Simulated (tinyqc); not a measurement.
All together: low-temperature mobility of a two-dimensional electron gas with static screening. Computed by tinyqc, a small Python program. Command: `OMP_NUM_THREADS=1 python tinyqc.py 3010004 3010005 out.jsonl twodeg walk`. One thread of a shared host (Intel(R) Xeon(R) Processor @ 2.30GHz), about 0.02 s of CPU time with the checks.

One subband is filled, the gas is degenerate and scatters at the Fermi circle; one permittivity serves on both sides of the interface. All formulas are in SI units, masses times m_0. Piezoelectric and polar phonons are left out, and n_s is taken as set by a gate, independent of N_i.

Inputs (values chosen for the exercise, modelled on an InAs channel):
```
quantity                                        value    unit
in-plane mass m                                0.0293     m_0
mass across the layer m_z                      0.0298     m_0
permittivity eps                                 15.2       -
valley degeneracy g_v                               1       -
sheet density n_s                               2e+11  1/cm^2
depletion charge N_d                          9.6e+10  1/cm^2
roughness height Delta                           0.68      nm
correlation length Lambda                         1.9      nm
remote charge density N_i                     9.5e+10  1/cm^2
distance d of the charges from the interface       32      nm
density rho                                      5680  kg/m^3
sound velocity v_l                               4410     m/s
deformation potential D_A                         6.6      eV
temperature T                                      77       K
```

Wave function: ideal sheet. Roughness spectrum: exponential.

Constants: m_0 = 9.1093837015e-31 kg; e = 1.602176634e-19 C; eps_0 = 8.8541878128e-12 F/m; hbar = 1.054571817e-34 J s; k_B = 1.380649e-23 J/K.

Method:
- k_F = sqrt(2 pi n_s/g_v); E_F = hbar^2 k_F^2/(2 m); q_TF = g_v m e^2/(2 pi eps eps_0 hbar^2); Fang-Howard parameter b = [12 m_z e^2 (N_d + 11 n_s/32)/(eps eps_0 hbar^2)]^(1/3), mean depth 3/b; effective field F = e (N_d + n_s/2)/(eps eps_0).
- Form factors of a sheet of zero thickness: G(q) = 1, P(q) = exp(-q d). Dielectric function eps(q) = 1 + q_TF G(q)/q, with q = 2 k_F sin(theta/2).
- Roughness: <|U|^2> = (e F)^2 S(q), S = pi Delta^2 Lambda^2/(1 + q^2 Lambda^2/2)^(3/2).
- 1/tau_t = (m/(pi hbar^3)) int_0^pi (1 - cos theta) <|U|^2>/eps(q)^2 dtheta; the quantum rate 1/tau_q drops the factor (1 - cos theta); 200 Gauss-Legendre points in s with theta = pi s^2, s from 0 to 1; mu = e tau_t/m.
- Remote charges: <|U|^2> = N_i [e^2 P(q)/(2 eps eps_0 q)]^2.
- Unscreened deformation potential in equipartition: 1/tau = m D_A^2 k_B T I/(rho v_l^2 hbar^3), I = int |psi|^4 dz = 3 b/16 for the Fang-Howard function (used for both wave-function options); mu = e tau/m. Bloch-Grueneisen temperature T_BG = 2 hbar v_l k_F/k_B.
- At the Fermi circle the rates add, so 1/mu is the sum; sheet resistance 1/(n_s e mu); mean free path hbar k_F mu/e; the quantum time adds the rates 1/tau_q, with the isotropic acoustic rate e/(m mu).

roughness mobility = 7.75045e+06 cm^2/(V s)

remote-charge mobility = 4.36776e+06 cm^2/(V s)

acoustic mobility = 6.23789e+06 cm^2/(V s)

k_F = 0.112100 1/nm

tau_q, roughness = 162.061 ps

tau_q, charges = 0.834474 ps

Mobilities:
```
process           mu (cm^2/(V s))  share of 1/mu (%)
roughness              7.7504e+06             24.895
remote charges         4.3678e+06             44.175
acoustic phonons       6.2379e+06             30.931
```

mobility mu = 1.9294e+06 cm^2/(V s)

sheet resistance = 16.174 ohm

mean free path = 14236 nm

Dingle ratio tau_t/tau_q = 39.026

The largest single share of 1/mu (44 %) belongs to remote charges: they are many or near enough that screening leaves their potential the strongest. The Dingle ratio of 39.0 marks small-angle scattering by a smooth potential. Caution: k_B T exceeds a quarter of E_F, so scattering at the Fermi circle alone and zero-temperature screening are rough.

Extremes, crossings and ranges named in words are read from the listed rows.
